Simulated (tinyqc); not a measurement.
Comparisons within one model: two-band k.p model of the Delta valleys near the X point under shear strain. A value that a table varies takes the place of the one given here.

Valley pair on the [001] axis, kz counted from the X point, c = hbar^2/2m0, k0 = kx0 2 pi/a. H = (c kz^2/ml + c (kx^2 + ky^2)/mt + c k0^2/ml) 1 + (2 c k0 kz/ml) sigma_z + (D exy - 2 c kx ky/Mp) sigma_x, so E = c kz^2/ml + c (kx^2 + ky^2)/mt + c k0^2/ml -/+ sqrt((2 c k0 kz/ml)^2 + (D exy - 2 c kx ky/Mp)^2). Without strain the lower band has its minima, E = 0, at kz = +/- k0. Shifts from diagonal strain are left out.

For |eta| < 1: k_min = k0 sqrt(1 - eta^2), E_min = -Delta eta^2/2, ml(eta) = ml/(1 - eta^2), 1/m[110] = 1/mt + eta/Mp, 1/m[1-10] = 1/mt - eta/Mp. For |eta| > 1 the minimum sits at X: E_min = -Delta (2 |eta| - 1)/2, ml(eta) = ml/(1 - 1/|eta|), and eta is replaced by its sign in the transverse masses. Here Delta = 2 c k0^2/ml and eta = D exy/Delta.

s11 = (C11 + C12)/((C11 - C12)(C11 + 2 C12)), s12 = -C12/((C11 - C12)(C11 + 2 C12)), s44 = 1/C44; exx = s11 sxx + s12 (syy + szz) and cyclic, exy = s44 sxy/2; tension is positive. A uniaxial stress X along the unit vector n is s_ij = X n_i n_j.

Constants: hbar^2/2m0 = 3.80998211 eV angstrom^2; kB = 8.617333262e-05 eV/K.

Parameters, chosen for this exercise (near those of Si; shifted at random, so the results belong to these values and not to a real crystal):
```
symbol  value   unit      meaning
a       5.429   angstrom  lattice constant
ml      0.933   m0        longitudinal mass
mt      0.196   m0        transverse mass
kx0     0.157   2 pi/a    distance of the minimum from X
D       13.4    eV        shear deformation potential
Mp      0.235   m0        coupling mass
C11     164.2   GPa
C12     64.4    GPa
C44     80.2    GPa
Xu      9.4     eV        uniaxial potential
T       400     K         temperature
exy     0.0029            shear strain
```

## Sweep of the shear strain

Delta = 2 c k0^2/ml, eta = D exy/Delta.

The minimum:
```
exy       eta  k_min/k0  E_min (meV)  ml(eta)  m[110]  m[1-10]  density-of-states mass
0.0000  0.000     1.000          0.0    0.933  0.1960   0.1960                   0.330
0.0020  0.099     0.995         -1.3    0.942  0.1810   0.2137                   0.332
0.0050  0.248     0.969         -8.3    0.994  0.1624   0.2472                   0.342
0.0101  0.502     0.865        -34.0    1.247  0.1382   0.3371                   0.387
0.0151  0.750     0.661        -75.9    2.135  0.1206   0.5239                   0.513
0.0181  0.899     0.437       -109.1    4.887  0.1120   0.7846                   0.754
0.0241  1.198     0.000       -188.1    5.653  0.1069   1.1810                   0.894
0.0322  1.600     0.000       -296.7    2.488  0.1069   1.1810                   0.680
```

What does this show?

The valleys reach X at eta = 1, that is exy = 0.0201. The shift is quadratic up to eta = 1 (-8.3 meV at eta = 0.25, -34.0 meV at 0.50) and linear beyond, while 1/m[110] rises linearly, taking m[110] from 0.196 to its floor 0.1069, a gain of 83 % in 1/m. ml(eta) diverges at eta = 1; the largest value listed is 5.65. A deformation-potential model with fixed masses misses all of this.

## Tension along [110]: repopulation and mass change

The z valleys move against the x and y valleys by Xu (ezz - exx) and, through the shear, by E_min. Share of the z valleys n = w/(w + 2 exp(dE/kT)), dE the total relative shift, w = sqrt(ml(eta) m[110] m[1-10]/(ml mt^2)). Along [110]: 1/m_c = n/m[110] + (1 - n)(1/ml + 1/mt)/2. Fixed masses means E_min = 0, w = 1, m[110] = mt. Gains are against 3/(1/ml + 2/mt) at a fixed scattering time.

Results:
```
X (GPa)  Xu (ezz - exx) (meV)  E_min (meV)  m[110]  m_c fixed masses  m_c with shear  gain fixed (%)  gain with shear (%)
0.00                      0.0          0.0  0.1960            0.2661          0.2661             0.0                  0.0
0.25                    -11.8         -0.2  0.1899            0.2552          0.2506             4.3                  6.2
0.50                    -23.5         -0.8  0.1841            0.2445          0.2342             8.8                 13.6
1.00                    -47.1         -3.2  0.1736            0.2262          0.2030            17.6                 31.0
1.50                    -70.6         -7.3  0.1642            0.2133          0.1788            24.8                 48.8
2.00                    -94.2        -12.9  0.1558            0.2053          0.1621            29.6                 64.1
3.00                   -141.3        -29.1  0.1413            0.1985          0.1422            34.0                 87.1
```

How do the results move?

At 1 GPa repopulation alone gives 17.6 % and the shear terms raise it to 31.0 %. From 2 to 3 GPa the fixed-mass gain grows by 4.5 points, towards its ceiling of 35.7 % when all electrons sit in the z valleys, whereas the gain with shear grows by 23.0 points because m[110] keeps falling.

## What each parameter does

Delta = 2 c k0^2/ml, eta = D exy/Delta. Each row changes one parameter from the base and keeps the others.

Results:
```
case                     eta  E_min (meV)  ml(eta) (m0)  m[110] (m0)  m[1-10] (m0)
base                  0.1441        -2.80        0.9528       0.1750        0.2228
ml = 0.86769 m0       0.1340        -2.60        0.8836       0.1763        0.2207
mt = 0.20972 m0       0.1441        -2.80        0.9528       0.1858        0.2407
kx0 = 0.16799 2 pi/a  0.1259        -2.45        0.9480       0.1774        0.2190
D = 14.338 eV         0.1542        -3.21        0.9557       0.1737        0.2249
Mp = 0.25145 m0       0.1441        -2.80        0.9528       0.1762        0.2208
exy = 0.0027          0.1342        -2.43        0.9501       0.1763        0.2207
```

What does this show?

The largest shifts from the base row, up to three for each result and ties (the steps differ in size, so this ranks the rows, not the parameters). eta: kx0 -0.0182, ml -0.0101, D +0.0101; unchanged at the printed digits by mt and Mp. E_min (meV): D -0.41, exy +0.37, kx0 +0.35; unchanged at the printed digits by mt and Mp. ml(eta) (m0): ml -0.0692, kx0 -0.0048, D +0.0029; unchanged at the printed digits by mt and Mp. m[110] (m0): mt +0.0109, kx0 +0.0024, ml +0.0013, exy +0.0013, D -0.0013. m[1-10] (m0): mt +0.0179, kx0 -0.0038, D +0.0022.

(tinyqc, `OMP_NUM_THREADS=1 python tinyqc.py 1081106 1081107 out.jsonl`, Intel(R) Xeon(R) Processor @ 2.30GHz, 1 thread, shared host, about 0.01 s.)
